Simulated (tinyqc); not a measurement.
Inside a calculation. Model: hot carriers by balance equations with a heated Maxwellian. Computed by tinyqc, a small Python program that keeps every step. Command: `OMP_NUM_THREADS=1 python tinyqc.py 3017382 3017383 out.jsonl hot walk`. One thread of a shared host (Intel(R) Xeon(R) Processor @ 2.30GHz), about 0.05 s of CPU time with the checks. Intermediate numbers are printed to about 7 digits and carried at full precision; extremes and crossings named in words are read from the listed rows.

The carriers follow a Maxwellian at an electron temperature T_e, slightly displaced; the drift energy is neglected against k_B T_e. The balance averages the rate, not the time, so mu_0 lies below the relaxation-time value.

Inputs (values chosen for the exercise, modelled on electrons in silicon): effective mass m = 0.314 m_0; density rho = 2329 kg/m^3; sound velocity v_l = 9060 m/s; acoustic deformation potential D_A = 10 eV; phonon energy hbar w = 58 meV; optical or intervalley deformation potential D_o = 4.7 1e8 eV/cm; final valleys Z_f = 5; lattice temperature T = 100 K; electric field F = 10 kV/cm; mixing = 1; iteration cap = 8.

Band: parabolic. Solver: damped fixed point.

Constants: k_B = 8.617333262e-05 eV/K; k_B = 1.380649e-23 J/K; e = 1.602176634e-19 C; hbar = 1.054571817e-34 J s; m_0 = 9.1093837015e-31 kg; hbar = 6.582119569e-16 eV s.

## Equilibrium values

Parabolic band: E = hbar^2 k^2/(2 m), speed v = hbar k/m, states per spin, volume and energy g(E) = m k/(2 pi^2 hbar^2). Masses are multiplied by m_0 and all formulas are in SI units. Phonon occupation N_q = 1/(exp(hbar w/(k_B T)) - 1). Acoustic deformation potential (elastic, equipartition, absorption and emission together): 1/tau = 2 pi k_B T D_A^2 g(E)/(hbar rho v_l^2). Optical or intervalley deformation potential: 1/tau = (pi Z_f D_o^2/(rho w)) [N_q g(E + hbar w) + (N_q + 1) g(E - hbar w)], with g = 0 below the band edge. Averages over the Maxwellian, <y> = int y x^(1/2) exp(-x) dx / int x^(1/2) exp(-x) dx with x = E/(k_B T_e), split at x_0 = hbar w/(k_B T_e): 64 Gauss-Legendre points in sqrt(x) below it and 128 in sqrt(x - x_0) above it, up to x = 32. Momentum balance: mu(T_e) = e/(m nu), nu = <x (sum of rates)>/<x>. Power lost per carrier: P(T_e) = hbar w <emission rate - absorption rate> + <(2 m v_l^2/(k_B T)) (E - 2 k_B T) acoustic rate>. Energy relaxation time at weak heating: tau_E = (3/2) k_B / (dP/dT_e), the derivative by a central difference of +/- 0.5 K at T_e = T.

low-field mobility mu_0 = 9166.412 cm^2/(V s)

energy relaxation time tau_E = 5.704283 ps

tau_E is 3.49 times the momentum relaxation time m mu_0/e: energy is lost more slowly than direction, which is why carriers heat.

## Balance functions

The field that sustains T_e follows from e mu F^2 = P.

Against the electron temperature:
```
T_e (K)  mu (cm^2/(V s))  P optical (1e9 eV/s)  P acoustic (1e9 eV/s)  F (kV/cm)  drift velocity (1e7 cm/s)
110             8486.658          2.544786e-01           2.660629e-02    0.18199                   0.154450
130             7212.598          1.142761e+00           8.677226e-02    0.41288                   0.297794
160             5610.235          3.604951e+00           1.925304e-01    0.82273                   0.461571
200             4113.908          9.042856e+00           3.587591e-01    1.51173                   0.621911
300             2338.348          3.040608e+01           8.787768e-01    3.65774                   0.855306
500             1305.600          8.383570e+01           2.268992e+00    8.12098                   1.060275
800              868.184          1.581019e+02           5.022628e+00   13.70736                   1.190051
1200             650.660          2.384780e+02           9.666545e+00   19.52879                   1.270660
```

Optical phonons take 91 % of the power in the first row and 96 % in the last. The velocity grows as F^0.80 at first and as F^0.19 at the end, so it levels off; if optical phonons alone set both balances the limit at high T_e would be sqrt(3 hbar w tanh(hbar w/2 k_B T)/(4 m)) = 1.56 in the same unit.

## First iteration

Fixed point: T_out = T + (T_e - T) e mu(T_e) F^2/P(T_e), T_new = T_e + mixing (T_out - T_e). Start at T_e = 1.5 T.

mu at the start = 6097.218 cm^2/(V s)

P at the start = 2.781263e+09 eV/s

new T_e = 11061.24 K

## The whole iteration

Start at T_e = 1.5 T; stop when T_e moves by less than 1e-6 K or exceeds 1e6 K.

Course of the iteration:
```
iteration   T_e (K)  mu (cm^2/(V s))  step (K)
1            150.00         6097.218  10911.24
2          11061.24          189.211  10801.29
3            259.94         2835.204   1946.38
4           2206.33          447.963   1876.80
5            329.53         2074.612    991.83
6           1321.35          611.053    945.85
7            375.50         1773.139    673.36
8           1048.86          712.650    638.72
```

electron temperature T_e = 410.1448 K

Not converged after 8 iterations: the residual falls at every step, but slowly, by a factor of about 0.624 a step.

Reruns converge with mixing = 0.3, iteration cap = 300; or with mixing = 0.1, iteration cap = 300; or with solver = Newton, iteration cap = 300.

Checks made by the program: detailed balance, P(T_e = T) = 0, on the scale of P at 1.1 T (relative difference 1e-10).
